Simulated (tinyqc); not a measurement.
Splitting against the electric field: valley splitting in a one-orbital chain of atomic planes (second-neighbour model).

Each (001) plane carries one orbital with energy e0, hopping v to the next plane and u to the second: E(phi) = e0 + 2 v cos(phi) + 2 u cos(2 phi), where phi = pi - k a/4 (the sign of every second orbital is chosen so that v > 0, which shifts the phase by pi). The minimum lies at cos(phi0) = -v/(4u), phi0 = pi - (pi/2) k0 for a valley at k0 (2 pi/a), and e0 puts it at zero. A slab of N planes has hard walls: the matrix simply ends.

Values chosen for the exercise (out of a larger set: near those of the Delta valleys of silicon; abrupt walls in this chain split the valleys several times more than measured wells; not measured data): a = 5.438 angstrom (lattice constant; planes lie a/4 apart); Nf = 150 (planes in the thick slab).

u = 0.594593 eV
v = 0.551586 eV
e0 = 1.317108 eV

A thick slab in a field F: plane j = 0, 1, ... gains the energy F j a/4 (1 MV/m = 1e-4 V/angstrom), which presses the electron against the first wall. The exponent is the slope of ln(splitting) against ln F between 20 and 50 MV/m.

Doublet:

| F (MV/m) | mean level (meV) | splitting (meV) | splitting/F (meV per MV/m) |
|---|---|---|---|
| 1 | 7.89 | 0.1398 | 0.1398 |
| 2 | 12.45 | 0.2796 | 0.1398 |
| 5 | 22.65 | 0.6991 | 0.1398 |
| 20 | 55.49 | 2.7981 | 0.1399 |
| 30 | 71.88 | 4.1986 | 0.1400 |
| 50 | 99.33 | 7.0018 | 0.1400 |

Give the missing row, F (MV/m) = 10.

Computed row:
```
F (MV/m)  mean level (meV)  splitting (meV)  splitting/F (meV per MV/m)
10                   35.51           1.3985                      0.1399
```

exponent = 1.00

The splitting goes from 0.1398 to 7.0018 meV. At high field it grows as F^1.00: at a single hard wall it follows the squared slope of the envelope, which is proportional to F, while the level itself grows about as F^(2/3) (here F^0.64). A hard wall is the sharpest interface possible; real Si interfaces split several times less.

(tinyqc, `OMP_NUM_THREADS=1 python tinyqc.py 1452891 1452892 out.jsonl`, Intel(R) Xeon(R) Processor @ 2.30GHz, 1 thread, shared host, about 0.01 s.)
